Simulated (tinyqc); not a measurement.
# Changing the compression V/V_0 for the pressure test

Model: equation-of-state fits to an energy-volume table made by a known binding curve. Computed by tinyqc, a small Python program. Command: `OMP_NUM_THREADS=1 python tinyqc.py 3007425 3007426 out.jsonl eosfit sweep`. One thread of a shared host (Intel(R) Xeon(R) Processor @ 2.30GHz), about 0.04 s of CPU time with the checks.

With x = (V/V_0)^(1/3), the energy per atom is E = -D [1 + eta (x - 1)] exp(-eta (x - 1)), so that B0 = D eta^2/(9 V_0) and B' = 1 + 2 eta/3. B' = dB/dP at P = 0.

Inputs (values chosen for the exercise, for a model crystal):
```
quantity                              value             unit
cohesive energy D                      2.34          eV/atom
true volume V_0                        7.24  angstrom^3/atom
stiffness eta                          4.36                -
half-width of the volume window w      0.06                -
shift of the window centre s       -1.4e-05                -
points N                                 11                -
noise amplitude                        0.11              meV
```

Binding curve: universal binding. Noise: added.

numbers xi_j, drawn evenly from -1 to 1: 0.6355  -0.3341  -0.2077  -0.5829  0.0427  -0.7823  0.9807  0.0406  0.3468  -0.5610  0.6673  0.3647  0.2340  0.8885  -0.4593  -0.0058  -0.6935  0.5386  -0.2707  0.4778  0.6456

Constants: 1 eV/angstrom^3 = 160.2176634 GPa.

Method:
- B0 and B' from the formulas above; P = -dE/dV at V = c V_0 (c the compression chosen), from the curve itself.
- Table: V_j = V_0 [1 + s + w (2 j/(N - 1) - 1)], j = 0..N-1, rounded to 0.001; E_j from the curve plus the noise amplitude times the listed numbers xi_j (xi_0 first), rounded to 1e-7 eV.
- Third-order Birch-Murnaghan is a cubic in u = V^(-2/3): fit it by linear least squares, find the minimum, and take B0 = V E''(V), B' = -1 - V E'''/E'' there.
- Errors are fitted minus exact, relative; the pressure at c V_0 uses P = (3 B0/2) (x^7 - x^5) [1 + (3/4)(B' - 4)(x^2 - 1)], x = (V0/V)^(1/3) with the fitted values.

One run for each value; columns: (1) compression V/V_0 for the pressure test; (2) exact pressure at c V_0 (GPa); (3) fitted pressure at c V_0 (GPa); (4) error of that pressure (%):
```
(1)      (2)     (3)     (4)
0.60  142.92  179.27  25.429
0.65  104.80  125.68  19.921
0.70   76.06   87.77  15.397
0.75   54.15   60.46  11.643
0.80   37.31   40.48   8.498
0.84   26.62   28.30   6.334
0.88   17.88   18.67   4.419
0.96    4.83    4.88   0.879
```

Give the missing row, compression V/V_0 for the pressure test = 0.92.

Computed row; columns: (1) compression V/V_0 for the pressure test; (2) exact pressure at c V_0 (GPa); (3) fitted pressure at c V_0 (GPa); (4) error of that pressure (%):
```
(1)     (2)    (3)    (4)
0.92  10.72  11.00  2.675
```

Interpolating between the two neighbouring rows (linearly) misses most in fitted pressure at c V_0 (GPa), by 7.0 %. Over the rows, exact pressure at c V_0 (GPa) falls from 143 to 4.83 (exponent d ln y / d ln x -3.9 between the first rows and -19 between the last); fitted pressure at c V_0 (GPa) falls from 179 to 4.88 (exponent d ln y / d ln x -4.4 between the first rows and -19 between the last); error of that pressure (%) falls from 25.4 to 0.879 (exponent d ln y / d ln x -3.0 between the first rows and -26 between the last). The window ends at V/V_0 = 0.94; rows below it extrapolate.

Extremes, crossings and ranges named in words are read from the listed rows.
